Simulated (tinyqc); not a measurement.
CMOS inverter, nodal equation and switching: two steps of the calculation.

An n-channel pull-down (bn, VTn) and a p-channel pull-up (bp, VTp) share the input Vin and the output node Vout, which carries the load C. Transistor (EKV form, voltages against the body): I = 2 n b Vt^2 [F(vp - Vs) - F(vp - Vd)] from drain to source, F(v) = ln^2(1 + exp(v/(2 Vt))), vp = (Vg - VT + sg |Vd - Vs|)/n. n-channel bodies are at 0; for the p-channel device all voltages are counted down from Vdd. b in uA/V^2 gives I in uA. Static: In = Ip. Transient: C dVout/dt = Ip - In. No velocity saturation, no gate capacitance beyond C.

Parameters, values chosen for the exercise: temperature T = 250 K; supply voltage Vdd = 0.8 V; slope factor n = 1.27; drain-induced barrier lowering sg = 0.039; n-channel threshold VTn = 0.28 V; p-channel threshold (magnitude) VTp = 0.29 V; gain factor of the pull-down transistor bn = 220 uA/V^2; gain factor of the pull-up transistor bp = 220 uA/V^2; load capacitance C = 2 fF; time step dt = 8 ps.

Constants: q = 1.602176634e-19 C, kB = 1.380649e-23 J/K, Vt = kB T/q. Results are converted to the units shown.

Problem 1. Switching point and noise margins. VM solves In = Ip with Vin = Vout. VIL and VIH are the inputs at which the gain is -1; NML = VIL - Vout(VIH), NMH = Vout(VIL) - VIH.

Find: VM; gain at VM; VIL; VIH; NML; NMH.

Solution 1.

VM = 0.3952 V
gain at VM = -25.64
VIL = 0.3515 V
VIH = 0.4385 V
NML = 0.3155 V
NMH = 0.3255 V

VM lies 4.8 mV below Vdd/2, and the high margin is the larger one. With both transistors saturated the size of the gain tends to 1/sg = 25.6; here it is within 0.01 % of that.

Problem 2. One time step of the falling output. The input steps to Vdd at t = 0; I = In - Ip. Trapezoidal rule: V(new) = V - (dt/C)[I(V) + I(V(new))]/2, solved for V(new); 1 ps uA/fF = 1 mV.

Vout after step 1 = 0.69551344 V

Wanted: I(V); I(V(new)); Vout after step 2.

Solution 2.

I(V) = 25.928 uA
I(V(new)) = 25.549 uA
Vout after step 2 = 0.59256 V

Numbers from tinyqc (`OMP_NUM_THREADS=1 python tinyqc.py 2340020 2340021 out.jsonl`; about 0.04 s on one thread of a shared Intel Xeon 2.30GHz).
